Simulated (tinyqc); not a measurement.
# From weight Z of n = 0 in mode b back to coupling g

Model: Holstein polaron on two sites. Computed by tinyqc, a small Python program. Command: `OMP_NUM_THREADS=1 python tinyqc.py 3009890 3009891 out.jsonl holstein inv`. One thread of a shared host (Intel(R) Xeon(R) Processor @ 2.30GHz), about 0.04 s of CPU time with the checks.

One electron on sites 1 and 2: H = -t (c1+ c2 + c2+ c1) + hbar omega sum_i b_i+ b_i - g hbar omega sum_i n_i (b_i + b_i+). The symmetric phonon shifts the energy by -g^2 hbar omega/2 and drops out; with b = (b_1 - b_2)/sqrt(2) there remains H = -t sigma_x + hbar omega b+ b - (g hbar omega/sqrt(2)) sigma_z (b + b+). Parity splits it into blocks p = +1 and -1 over phonon numbers n. Zero-point energies are left out. Weights Z refer to mode b alone; the displaced symmetric mode multiplies the full zero-phonon weight by exp(-g^2/2).

Inputs (values chosen for the exercise, for a model dimer): hopping t = 270 meV; phonon energy hbar omega = 127 meV.

Method. Block p: H_nn = n hbar omega - p t (-1)^n - g^2 hbar omega/2, H_(n,n+1) = -(g hbar omega/sqrt(2)) sqrt(n + 1). Use 60 levels in both blocks; Z = c_0^2 is the weight of n = 0 in the ground state c; the splitting is the lowest odd level less the lowest even one, which without coupling is the smaller of 2t and hbar omega; <sigma_x> = sum (-1)^n c_n^2 measures the kinetic energy.

Task: A run gave the result below. Find the coupling g, known to lie between 0.6 and 1.

weight Z of n = 0 in mode b = 0.9854795

Result:

Each step takes the trial c = (a f_b - b f_a)/(f_b - f_a), f being the result less the target and a, b, c the logarithms of the listed values; c replaces end b, the old b replaces a if the sign of f changed, and otherwise f_a is halved.

Scan of the range:
```
coupling g  weight Z of n = 0 in mode b
0.600                          0.992491
0.653                          0.990869
0.711                          0.988829
0.775                          0.986214
0.843                          0.982950
0.918                          0.978667
1.000                          0.972998
```

False position (Illinois rule, in the logarithm of the input) inside the bracket:
```
step     end a     end b     trial  weight Z of n = 0 in mode b
1     0.775000  0.843000  0.789798                     0.985548
2     0.843000  0.789798  0.791164                     0.985486
3     0.843000  0.791164  0.791412                     0.985474
4     0.791164  0.791412  0.791300                     0.985480
5     0.791412  0.791300  0.791300                     0.985479
```

weight Z of n = 0 in mode b falls at every point of a 13-point scan of the range (every second point is shown), so one value fits; it is bracketed by 0.775 and 0.843. Answer: coupling g = 0.7913.

Caution: with hbar omega below 2t the lowest odd level starts as a one-phonon state, so the splitting here is a softened phonon and not a narrowed hopping.
